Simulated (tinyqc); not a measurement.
Inside a calculation. Method: G0W0 on RHF in the sto-3g basis, for BeH2, spin multiplicity 1. One step of it, computed by the program tinyqc.

Problem. Orthogonalisation. S = U s U^T; symmetric (Loewdin) form X = U s^(-1/2) U^T, so that X^T S X = 1.

overlap S, order 1Be 1s, 1Be 2s, 1Be 2px, 1Be 2py, 1Be 2pz, 2H 1s, 3H 1s:
$$\begin{pmatrix}
1.000000 & 0.259517 & 0.000000 & 0.000000 & 0.000000 & 0.069333 & 0.061961 \\
0.259517 & 1.000000 & 0.000000 & 0.000000 & 0.000000 & 0.459559 & 0.439090 \\
0.000000 & 0.000000 & 1.000000 & 0.000000 & 0.000000 & 0.000000 & 0.000000 \\
0.000000 & 0.000000 & 0.000000 & 1.000000 & 0.000000 & 0.525619 & -0.510802 \\
0.000000 & 0.000000 & 0.000000 & 0.000000 & 1.000000 & 0.000000 & 0.000000 \\
0.069333 & 0.459559 & 0.000000 & 0.525619 & 0.000000 & 1.000000 & 0.031570 \\
0.061961 & 0.439090 & 0.000000 & -0.510802 & 0.000000 & 0.031570 & 1.000000
\end{pmatrix}$$

Give: eigenvalues of S; X.

Solution.

eigenvalues of S: [0.250, 0.357, 0.940, 1.000, 1.000, 1.711, 1.743]

X, order 1Be 1s, 1Be 2s, 1Be 2px, 1Be 2py, 1Be 2pz, 2H 1s, 3H 1s:
$$\begin{pmatrix}
1.028 & -0.153 & 0.000 & 0.000 & 0.000 & 0.018 & 0.019 \\
-0.153 & 1.247 & 0.000 & 0.017 & 0.000 & -0.320 & -0.290 \\
0.000 & 0.000 & 1.000 & 0.000 & 0.000 & 0.000 & 0.000 \\
0.000 & 0.017 & 0.000 & 1.367 & 0.000 & -0.449 & 0.423 \\
0.000 & 0.000 & 0.000 & 0.000 & 1.000 & 0.000 & 0.000 \\
0.018 & -0.320 & 0.000 & -0.449 & 0.000 & 1.309 & -0.100 \\
0.019 & -0.290 & 0.000 & 0.423 & 0.000 & -0.100 & 1.276
\end{pmatrix}$$
